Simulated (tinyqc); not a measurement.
Thermal boundary conductance by the acoustic and diffuse mismatch models: one step, computed by the program tinyqc.

Each side has one longitudinal and two transverse Debye branches, omega = v q up to q_D = (6 pi^2 n)^(1/3), with n counting all atoms. Scattering at the interface is elastic. Electrons are left out of G, also for metals. Melting is ignored. G refers to the temperatures of the phonons sent towards the interface. Linear branches over all atoms overstate G at high T, most for crystals with several atoms a cell.

Question. Cross-plane conductivity of the superlattice. kappa_eff = (d_1 + d_2)/(d_1/kappa_1 + d_2/kappa_2 + 2 R), two interfaces a period, with bulk conductivities in the layers; the gradient is J/kappa_eff.

Inputs (values chosen for the exercise, for two model solids):

| quantity | value | unit |
|---|---|---|
| conductivity kappa_1 | 195 | W/(m K) |
| conductivity kappa_2 | 65.1 | W/(m K) |
| temperature T | 300 | K |
| thickness d_1 | 57 | nm |
| thickness d_2 | 110 | nm |
| heat flux J | 50 | kW/cm^2 |

Structure: superlattice.

boundary resistance R = 0.5562320 m^2 K/GW

Give: kappa_eff; kappa_eff without interfaces; interface share of the resistance; temperature gradient.

Answer.

kappa_eff = 53.97 W/(m K)

kappa_eff without interfaces = 84.26 W/(m K)

interface share of the resistance = 0.3595

temperature gradient = 9.265 K/micrometre

Layers and interfaces share the resistance. Caution: at this temperature short waves carry the heat; linear branches up to q_D overstate their velocity, and inelastic processes, left out here, grow with T. Caution: R from emitted-phonon temperatures is too large for use in series with Fourier layers, by up to a factor of about 2. Caution: layers this thin are often below the phonon free path, where bulk conductivities and independent interfaces no longer hold.
